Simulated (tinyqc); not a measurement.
Defect, radiative and Auger recombination at equal electron and hole densities (ABC model), step by step. Values are carried at full precision from step to step, so a last printed digit may differ when a step is redone from the rounded ones.

J/(e d) = Ae n + B n^2 + C n^3 with Ae = A + 4 S/w (four side walls, carriers spread evenly), e = 1.602176634e-19 C, lengths in cm; internal efficiency IQE = B n^2/(Ae n + B n^2 + C n^3); all injected carriers recombine in the layer.

Inputs chosen for the exercise (orders of magnitude like those quoted for Si; shifted at random, so the results belong to these values and not to a real crystal):

| symbol | value | unit | meaning |
|---|---|---|---|
| A | 6600 | 1/s | defect rate |
| B | 4.7e-15 | cm^3/s | radiative coefficient |
| C | 1e-30 | cm^6/s | Auger coefficient |
| S | 71 | cm/s | recombination velocity of the side walls |
| w | 4300 | micrometre | side of the square mesa |
| d | 160000 | nm | active thickness |
| J | 31 | A/cm^2 | current density |
| ex | 0.38 |  | extraction efficiency |
| Eph | 1.12 | eV | photon energy |

## The efficiency peak

IQE peaks at n_p = sqrt(Ae/C); with Q = B/sqrt(Ae C), IQE_max = Q/(Q + 2).

Ae = 7260 1/s
n_p = 8.521e+16 1/cm^3
Q = 0.05516
IQE_max = 0.0268
J at the peak = 3.26 A/cm^2

The side walls supply 9 % of Ae.

## Carrier density at the given current

G = J/(e d). Newton steps from the smallest of G/Ae, sqrt(G/B) and (G/C)^(1/3); stop when the relative step is below 1e-9.

G = 1.209e+22 1/(cm^3 s)

Newton steps:

| step | n (1/cm^3) | rate/G | relative step |
|---|---|---|---|
| 1 | 2.2953e+17 | 1.15829 | -0.050 |
| 2 | 2.1810e+17 | 1.00737 | -0.0027 |
| 3 | 2.1752e+17 | 1.00002 | -6.9e-06 |
| 4 | 2.1752e+17 | 1.00000 | -4.5e-11 |

n = 2.175e+17 1/cm^3

The start is an upper bound and the function is convex, so the steps fall monotonically; 4 are needed.

## Shares, lifetimes and light

Shares of the three paths; lifetime n/G = 1/(Ae + B n + C n^2); differential lifetime 1/(Ae + 2 B n + 3 C n^2) and bandwidth 1/(2 pi tau_d); optical power density ex IQE J Eph/e.

shares: defect 0.1306, radiative 0.0184, Auger 0.8510

lifetime = 1.80e+04 ns
differential lifetime = 6.61e+03 ns
bandwidth = 0.0241 MHz
optical power density = 0.243 W/cm^2

The Auger path is the largest; the device runs above its efficiency peak, where the defect and Auger shares are equal.

## Checks

- Density from Newton steps against bisection (1/cm^3): both 2.1752e+17.

Run: tinyqc, `OMP_NUM_THREADS=1 python tinyqc.py 1651380 1651381 out.jsonl`; Intel(R) Xeon(R) Processor @ 2.30GHz, one thread, shared host; about 0.01 s of CPU time with all checks.
